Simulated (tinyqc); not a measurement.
## Trap density and scattering coefficient from 1/f noise

Inverse problem. f S = K0 (1 + ac mu Cox I/gm)^2 with K0 = q^2 Vt lt Nt/(W L Cox^2), Vt in eV and Nt per eV. Find K0, Nt and ac.

Values chosen for this exercise:
- T = 400 K (temperature)
- L = 130 nm (gate length)
- W = 20 um (total gate width)
- Cox = 2.33 uF/cm^2 (gate capacitance)
- mu = 330 cm^2/(V s) (mobility)
- lt = 0.1 nm (tunnelling length into the oxide)

Constants: q = 1.602176634e-19 C, kB = 1.380649e-23 J/K, Vt = kB T/q. Results are converted to the units shown.

I/gm at two biases (V): [0.0483932573, 0.246197059]
f S at these biases (V^2): [1.88824047e-10, 8.39436959e-10]

Solution. sqrt(f S) is linear in I/gm: the intercept is sqrt(K0), and slope over intercept is ac mu Cox.

K0 = 1.003e-10 V^2
Nt = 1.600e18 cm^-3 eV^-1
ac = 1.000e4 V s/C

Numbers from tinyqc (`OMP_NUM_THREADS=1 python tinyqc.py 2150134 2150135 out.jsonl`; about 0.01 s on one thread of a shared Intel Xeon 2.30GHz).
